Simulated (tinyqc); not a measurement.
Matthiessen's rule against the full average: mobility of a non-polar semiconductor in the relaxation-time approximation. Computed by tinyqc, a small Python program. Command: `OMP_NUM_THREADS=1 python tinyqc.py 3012528 3012529 out.jsonl rta walk`. One thread of a shared host (Intel(R) Xeon(R) Processor @ 2.30GHz), about 0.01 s of CPU time with the checks.

Each valley is treated as a sphere of mass m_d for states and rates, with one isotropic relaxation time; the conductivity mass m_c sets the current.

Inputs (values chosen for the exercise, for a model non-polar semiconductor):

| quantity | value | unit |
|---|---|---|
| longitudinal mass m_l | 0.5 | m_0 |
| transverse mass m_t | 0.17 | m_0 |
| equivalent valleys Z | 3 | - |
| non-parabolicity alpha | 0.75 | 1/eV |
| static permittivity eps_s | 8.76 | - |
| density rho | 5540 | kg/m^3 |
| sound velocity v_l | 8990 | m/s |
| acoustic deformation potential D_A | 12 | eV |
| phonon energy hbar w | 52.3 | meV |
| optical or intervalley deformation potential D_o | 2.5 | 1e8 eV/cm |
| final valleys Z_f | 2 | - |
| carrier density n | 6.2e+17 | 1/cm^3 |
| compensation ratio C | 0.19 | - |
| temperature T | 100 | K |

Band: Kane. Impurity formula: Brooks-Herring. Further scattering: none.

Constants: k_B = 8.617333262e-05 eV/K; m_0 = 9.1093837015e-31 kg; e = 1.602176634e-19 C; hbar = 1.054571817e-34 J s; eps_0 = 8.8541878128e-12 F/m; k_B = 1.380649e-23 J/K; hbar = 6.582119569e-16 eV s.

Method:
- m_d = (m_l m_t^2)^(1/3); 1/m_c = (1/m_l + 2/m_t)/3; Hall mass factor A = 3 K_m (K_m + 2)/(2 K_m + 1)^2, K_m = m_l/m_t; N_I = n (1 + C)/(1 - C).
- Kane band: hbar^2 k^2/(2 m) = E (1 + alpha E), speed v = hbar k/(m (1 + 2 alpha E)), states per spin, volume and energy g(E) = m k (1 + 2 alpha E)/(2 pi^2 hbar^2); overlap factors are set to 1. Here m = m_d. Masses are multiplied by m_0 and all formulas are in SI units.
- The reduced Fermi level eta = E_F/(k_B T) solves n = 2 Z int g f dE with f = 1/(1 + exp(x - eta)) (Z = 1 unless valleys are given); screening length L_s = sqrt(eps_s eps_0 k_B T/(e^2 dn/deta)), dn/deta = 2 Z int g f (1 - f) dE.
- Integrals over x = E/(k_B T) use 160 Gauss-Legendre points in u = sqrt(x) from 0 to sqrt(max(eta, 0) + 32).
- Phonon occupation N_q = 1/(exp(hbar w/(k_B T)) - 1).
- Acoustic deformation potential (elastic, equipartition, absorption and emission together): 1/tau = 2 pi k_B T D_A^2 g(E)/(hbar rho v_l^2).
- Optical or intervalley deformation potential: 1/tau = (pi Z_f D_o^2/(rho w)) [N_q g(E + hbar w) + (N_q + 1) g(E - hbar w)], with g = 0 below the band edge.
- Each optical term is multiplied by (1 - f(E'))/(1 - f(E)), E' the final energy, for Pauli blocking.
- Singly charged impurities, momentum relaxation: 1/tau = N_I e^4 m (1 + 2 alpha E) Phi/(8 pi (eps_s eps_0)^2 hbar^3 k^3), with alpha = 0 for a parabolic band.
- Brooks-Herring: Phi = ln(1 + b) - b/(1 + b), b = 4 k^2 L_s^2.
- mu = (m_d/m_c) (2 Z e/(3 n k_B T)) int g v^2 tau f (1 - f) dE.
- Averages over x are split at the emission threshold x_0 = hbar w/(k_B T): 64 Gauss-Legendre points in sqrt(x) below it and 128 in sqrt(x - x_0) above it, up to x = max(eta, 0) + 32.
- Rates are added at each energy before the average. With <y> = int g v^2 y f (1 - f) dE: Hall factor r_H = A (3 n k_B T/(2 Z m_d)) <tau^2/(1 + 2 alpha E)>/<tau>^2 (alpha = 0 for a parabolic band); Hall mobility r_H mu; |S| = (k_B/e) (<x tau>/<tau> - eta); resistivity 1/(n e mu).
- Matthiessen's rule adds 1/mu of the separate processes.

acoustic mobility = 33615.1 cm^2/(V s)

optical mobility = 1.70008e+07 cm^2/(V s)

ionised impurity mobility = 661.503 cm^2/(V s)

drift mobility mu = 639.383 cm^2/(V s)

Separate mobilities:

| process | mu (cm^2/(V s)) | share of the sum of 1/mu (%) |
|---|---|---|
| acoustic | 3.3615e+04 | 1.9298e+00 |
| optical | 1.7001e+07 | 3.8158e-03 |
| ionised impurity | 6.6150e+02 | 9.8066e+01 |

mobility by Matthiessen's rule = 648.71 cm^2/(V s)

excess of Matthiessen's rule over the full mu = 1.4590 %

The rule gives 648.7 against the full 639.4, 1.5 % too high; it can only overestimate, since each separate average is carried by the energies where that process is weak. One process, ionised impurity, holds 98 % of the resistance, so the error is small. Caution: n is taken as given; at low temperature (in diamond even at 300 K) real dopants can freeze out, which changes n and N_I.
